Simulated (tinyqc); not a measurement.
Composition and strain of an epitaxial Si(1-x)Ge(x) layer from Raman and X-ray peaks: one step, computed by the program tinyqc.

A (001) layer, biaxially strained in the plane. The Raman peaks follow empirical lines omega = w0 + c1 x + c3 x^3 + b eps (c3 for Si-Ge alone), with eps the in-plane strain.

Task: Raman peaks. Insert x and eps in the three lines; the strain part is b eps.

Inputs (values chosen for the exercise, modelled on silicon-germanium):

| quantity | value | unit |
|---|---|---|
| Ge fraction x | 0.57 | - |
| Si-Si: w0 | 521 | 1/cm |
| Si-Si: c1 | -66 | 1/cm |
| Si-Si: strain coefficient b | -690 | 1/cm |
| Si-Ge: w0 | 400 | 1/cm |
| Si-Ge: c1 | 23.5 | 1/cm |
| Si-Ge: c3 | -33.4 | 1/cm |
| Si-Ge: strain coefficient b | -548 | 1/cm |
| Ge-Ge: w0 | 280.2 | 1/cm |
| Ge-Ge: c1 | 20.3 | 1/cm |
| Ge-Ge: strain coefficient b | -423 | 1/cm |

Substrate: silicon.

in-plane strain eps = -22.06295 per mille

Give: Si-Si peak; Si-Ge peak; Ge-Ge peak; strain parts.

Result:

Si-Si peak = 498.60 1/cm

Si-Ge peak = 419.30 1/cm

Ge-Ge peak = 301.10 1/cm

strain parts (1/cm): Si-Si 15.223, Si-Ge 12.090, Ge-Ge 9.333

Read as unstrained, the Si-Si peak would give x = 0.339 in place of 0.57. Caution: strains above 2 % survive only in layers a few nanometres thick, and the linear relations lose accuracy.
